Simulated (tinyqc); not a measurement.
Cylindrical quantum wire: one step. Hard-wall levels. Two cases, with inputs chosen for the exercise.

Task: The six lowest of these, with their orbital degeneracy; c = hbar^2/2m0.

With hard walls E = c (x/R)^2/mw, x a zero of J_m: (1,0) 2.404826; (2,0) 5.520078; (1,1) 3.831706; (2,1) 7.015587; (1,2) 5.135622; (2,2) 8.417244; (1,3) 6.380162; (2,3) 9.761023.

Constants: hbar^2/2m0 = 3.80998211 eV angstrom^2.

Give: Hard walls.

Case 1.

Values chosen (out of a larger set: near those of a non-polar GaN wire in AlGaN; not measured data): R = 49 angstrom (radius); mw = 0.197 m0 (mass inside).

Result:

Hard walls:
```
state  degeneracy       x  E (eV)
(1,0)           1  2.4048  0.0466
(1,1)           2  3.8317  0.1183
(1,2)           2  5.1356  0.2124
(2,0)           1  5.5201  0.2454
(1,3)           2  6.3802  0.3279
(2,1)           2  7.0156  0.3965
```

The ballistic conductance steps are 2, 4, 4, 2 e^2/h as EF passes the first four edges (spin included, one valley). The real barrier, V0 = 0.39 eV, lies below 1 value at the end of the list.

Case 2.

Values chosen (out of a larger set: near those of an InGaAs wire in InP; not measured data): R = 133 angstrom (radius); mw = 0.0412 m0 (mass inside).

Result:

Hard walls:
```
state  degeneracy       x  E (eV)
(1,0)           1  2.4048  0.0302
(1,1)           2  3.8317  0.0768
(1,2)           2  5.1356  0.1379
(2,0)           1  5.5201  0.1593
(1,3)           2  6.3802  0.2128
(2,1)           2  7.0156  0.2573
```

The ballistic conductance steps are 2, 4, 4, 2 e^2/h as EF passes the first four edges (spin included, one valley). The real barrier, V0 = 0.258 eV, lowers all of them.

Computed by tinyqc, one run a case: `OMP_NUM_THREADS=1 python tinyqc.py N N+1 out.jsonl` with N = 1250535, 1251551; one thread of a shared Intel(R) Xeon(R) Processor @ 2.30GHz, about 0.03 s a run at most.
